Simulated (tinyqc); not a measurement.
Decay of LO phonons and the hot-phonon bottleneck in the cooling of electrons. Inputs raised by 5 %, one at a time. Computed by tinyqc, a small Python program. Command: `OMP_NUM_THREADS=1 python tinyqc.py 3023678 3023679 out.jsonl hotphonon sens`. One thread of a shared host (Intel(R) Xeon(R) Processor @ 2.30GHz), about 0.02 s of CPU time with the checks.

n(E, T) = 1/(exp(E/(k_B T)) - 1) is the Bose occupation. Electrons have a temperature T_e; the LO modes within their reach share one occupation N; the decay products stay at the lattice temperature.

Inputs (values chosen for the exercise, modelled on gallium arsenide): LO energy hbar omega = 35.5 meV; lifetime at T = 0, tau_0 = 11 ps; weight b of the three-phonon channel = 0.11; lattice temperature T = 150 K; electron mass m* = 0.0649 m_0; eps_inf = 10.7; static dielectric constant eps_s = 13; electron density n = 8.9e+17 1/cm^3; density of LO modes that the electrons reach, N_m = 1.9e+19 1/cm^3; power supplied per electron P = 8 nW.

Decay channel: two equal phonons plus a three-phonon channel.

Constants: k_B = 8.617333262e-05 eV/K; c = 299792458 m/s; e^2/(4 pi eps_0) = 14.39964548 eV angstrom; hbar^2/(2 m_0) = 3.80998212 eV angstrom^2; hbar = 6.582119569e-16 eV s; e = 1.602176634e-19 C.

Method:
- Decay rate 1/tau = (1/tau_0) [1 + 2 n_2 + b (1 + 3 n_3 + 3 n_3^2)]/(1 + b), n_2 = n(hbar omega/2), n_3 = n(hbar omega/3).
- Full width Gamma = 1/(2 pi c tau) in 1/cm, c in cm/s.
- Froehlich coupling alpha = (e^2/(4 pi eps_0)) (1/eps_inf - 1/eps_s) k_0/(2 hbar omega), k_0 = sqrt(m* hbar omega/(hbar^2/(2 m_0))); emission time tau_sp = hbar/(2 alpha hbar omega); bottleneck ratio r = (n/N_m) tau/tau_sp.
- Net emission per electron: [(N + 1) x - N]/tau_sp with x = exp(-hbar omega/(k_B T_e)), a simple two-level balance; steady state of the modes: n [(N + 1) x - N]/tau_sp = N_m (N - N_0)/tau; power per electron P = hbar omega [(N + 1) x - N]/tau_sp.
- With p = P tau_sp/(hbar omega): N = N_0 + r p and x = (p + N)/(N + 1); without hot phonons N = N_0. The mode temperature T_LO solves n(hbar omega, T_LO) = N.

Runs; columns: (1) input moved; (2) from; (3) to; (4) electron temperature T_e (K); (5) mode temperature T_LO (K); (6) Raman width Gamma (1/cm); (7) T_e without hot phonons (K):
```
(1)                                                             (2)        (3)     (4)     (5)      (6)     (7)
base run                                                          -          -  469.77  348.26  0.93733  265.69
LO energy hbar omega (meV)                                     35.5     37.275  477.16  360.51  0.89583  264.33
lifetime at T = 0, tau_0 (ps)                                    11      11.55  479.49  356.86  0.89270  265.69
electron mass m* (m_0)                                       0.0649   0.068145  466.39  348.26  0.93733  262.82
eps_inf                                                        10.7     11.235  525.27  348.26  0.93733  311.64
static dielectric constant eps_s                                 13      13.65  444.92  348.26  0.93733  244.37
electron density n (1/cm^3)                                 8.9e+17  9.345e+17  479.49  356.86  0.93733  265.69
density of LO modes that the electrons reach, N_m (1/cm^3)  1.9e+19  1.995e+19  460.50  340.02  0.93733  265.69
```

Exponents ln(y'/y) / ln(x'/x):
```
input                                              electron temperature T_e  mode temperature T_LO  Raman width Gamma  T_e without hot phonons
LO energy hbar omega                                                  0.320                  0.708             -0.928                   -0.105
lifetime at T = 0, tau_0                                              0.420                  0.500             -1.000                    0.000
electron mass m*                                                     -0.148                  0.000              0.000                   -0.223
eps_inf                                                               2.289                  0.000              0.000                    3.270
static dielectric constant eps_s                                     -1.114                  0.000              0.000                   -1.714
electron density n                                                    0.420                  0.500              0.000                    0.000
density of LO modes that the electrons reach, N_m                    -0.409                 -0.491              0.000                    0.000
```

Among the inputs moved here: electron temperature T_e answers most in size to eps_inf (exponent +2.289), next to static dielectric constant eps_s (-1.114). Mode temperature T_LO answers most in size to LO energy hbar omega (exponent +0.708), next to lifetime at T = 0, tau_0 (+0.500); its exponent is below 0.0005 for electron mass m*, eps_inf, static dielectric constant eps_s. Raman width Gamma answers most in size to lifetime at T = 0, tau_0 (exponent -1.000), next to LO energy hbar omega (-0.928); its exponent is below 0.0005 for electron mass m*, eps_inf, static dielectric constant eps_s, electron density n, density of LO modes that the electrons reach, N_m. Its exponent -1.000 in lifetime at T = 0, tau_0: the width is the inverse lifetime. T_e without hot phonons answers most in size to eps_inf (exponent +3.270), next to static dielectric constant eps_s (-1.714); its exponent is below 0.0005 for lifetime at T = 0, tau_0, electron density n, density of LO modes that the electrons reach, N_m. Its exponent 0.000 in electron density n: without hot phonons each electron cools on its own.
